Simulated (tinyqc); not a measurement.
Fully depleted semiconductor-on-insulator film with two gates, non-linear Poisson equation by Newton steps: one step of the calculation.

One dimension across the film, front interface at x = 0, back interface at x = ts. psi is counted from the intrinsic level, n = ni exp(psi/Vt) (source grounded), holes neglected, acceptors ionised. Gates act through Cox = eps0 eox/tox and Cbox = 3.9 eps0/tb with potentials G1 = Vg - (phiM - chi - Vt ln(Nc/ni)) and G2 = Vb - (phiB - chi - Vt ln(Nc/ni)). Classical Boltzmann densities, no interface charge, no depletion in the back plane.

Problem. Electron sheet density, centroid and oxide fields. n_i = ni exp(psi_i/Vt); N_inv = sum w_i n_i with w = ts/9, halved at the ends; centroid sum w n x/N_inv; fields (G1 - psi_0)/tox and (G2 - psi_9)/tb.

Inputs (values chosen for the exercise); band and dielectric values close to those of In0.53Ga0.47As:

| symbol | value | unit | meaning |
|---|---|---|---|
| T | 300 | K | temperature |
| tox | 1.9 | nm | insulator thickness |
| ts | 5.3 | nm | film thickness |
| tb | 20 | nm | buried-oxide thickness (eps_r 3.9) |

Constants: q = 1.602176634e-19 C, kB = 1.380649e-23 J/K, Vt = kB T/q. Results are converted to the units shown.

```
node,converged psi (V)
0,0.19568421
1,0.19279515
2,0.18991296
3,0.18703757
4,0.18416891
5,0.18130692
6,0.17845156
7,0.17560278
8,0.17276054
9,0.16992480
```

ni = 8.9130226e11 cm^-3
G1 = 0.22966414 V
G2 = -0.18033586 V

Find: n; N_inv; centroid; field in the front oxide; field in the buried oxide.

Solution.

```
node,n (cm^-3)
0,1.7273e15
1,1.5447e15
2,1.3817e15
3,1.2363e15
4,1.1064e15
5,9.9048e14
6,8.8691e14
7,7.9437e14
8,7.1166e14
9,6.3773e14
```

N_inv = 5.7918e8 cm^-2
centroid = 2.2059 nm
field in the front oxide = 0.17884 MV/cm
field in the buried oxide = -0.17513 MV/cm

The centroid lies at 0.42 of the film, so the electrons spread through the volume.

Range of the model: In so thin a film or at such density quantum confinement moves the charge away from the interfaces and raises the threshold.

tinyqc, about 0.4 s, one thread, Intel Xeon 2.30GHz (shared host): `OMP_NUM_THREADS=1 python tinyqc.py 2190066 2190067 out.jsonl`
